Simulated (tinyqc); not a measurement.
From one set of inputs to another, one input at a time: sheet resistance and Hall data of a diffused or implanted layer. Computed by tinyqc, a small Python program. Command: `OMP_NUM_THREADS=1 python tinyqc.py 3010875 3010876 out.jsonl layer ladder`. One thread of a shared host (Intel(R) Xeon(R) Processor @ 2.30GHz), about 0.08 s of CPU time with the checks.

Carriers are taken equal to the net active doping down to the junction (full ionisation, which deep dopants in wide-gap hosts do not reach; no spill-over, no depletion), and the Hall factor is 1.

The inputs printed are set A. Set A is modelled on donors in germanium; the values taken over come from a set modelled on aluminium in 4H-SiC. Inputs not listed in the table keep their values of set A, so the rows need not describe a real material.

Inputs (values chosen for the exercise, modelled on donors in germanium):
```
quantity                                 value        unit
mu_min                                     302  cm^2/(V s)
mu_max                                    3960  cm^2/(V s)
N_ref                                  1.1e+17      1/cm^3
exponent alpha                            0.54           -
peak concentration N_0                 1.2e+20      1/cm^3
length scale l                             970          nm
background doping N_B (opposite type)  8.4e+15      1/cm^3
solubility limit N_s                   5.7e+19      1/cm^3
```

Profile: complementary error function. Activation: limited by solubility.

Constants: e = 1.602176634e-19 C.

Method:
- N(x) = N_0 erfc(x/l), dose N_0 l/sqrt(pi), junction x_j = l erfc^-1(N_B/N_0).
- Mobility mu = mu_min + (mu_max - mu_min)/(1 + (N_t/N_ref)^alpha), N_t = active doping + N_B; carriers n = active doping - N_B, active doping min(N, N_s).
- Integrals from x_0 (0 unless stated) to x_j by the midpoint rule on 400 even intervals: 1/R_s = e int n mu dx; sheet density n_s = int n dx; Hall sheet density (int n mu dx)^2/int n mu^2 dx; Hall mobility int n mu^2 dx/int n mu dx.
- Mean conductivity 1/(R_s x_j); mean mobility 1/(e n_s R_s).

Each row keeps all changes above it:
```
input moved                                        from       to  sheet resistance R_s (ohm)  junction depth x_j (nm)  Hall sheet density (1/cm^2)
set A                                                 -        -                  2.6626e+00                   2727.3                   4.8425e+15
N_ref (1/cm^3)                                  1.1e+17  1.7e+19                  7.1135e-01                   2727.3                   4.9176e+15
mu_min (cm^2/(V s))                                 302     16.4                  7.9138e-01                   2727.3                   4.8473e+15
mu_max (cm^2/(V s))                                3960      122                  2.1349e+01                   2727.3                   4.9585e+15
solubility limit N_s (1/cm^3)                   5.7e+19    1e+20                  1.8253e+01                   2727.3                   6.1922e+15
peak concentration N_0 (1/cm^3)                 1.2e+20  1.8e+20                  1.4797e+01                   2792.8                   8.0052e+15
length scale l (nm)                                 970       50                  2.8706e+02                    144.0                   4.1264e+14
background doping N_B (opposite type) (1/cm^3)  8.4e+15  2.6e+16                  2.8735e+02                    134.4                   4.1255e+14
```

Where does the difference come from?

Sheet resistance R_s goes from 2.66 to 287, a factor 108 in all. The largest single move comes from mu_max (a factor 27.0), and N_ref works against it (a factor 0.267). Junction depth x_j goes from 2730 to 134, a factor 0.0493 in all. The largest single move comes from length scale l (a factor 0.0515). Hall sheet density goes from 4.84e15 to 4.13e14, a factor 0.0852 in all. The largest single move comes from length scale l (a factor 0.0515). The single moves hold for this order of the switches; the total does not depend on the order.

Extremes, crossings and ranges named in words are read from the listed rows.
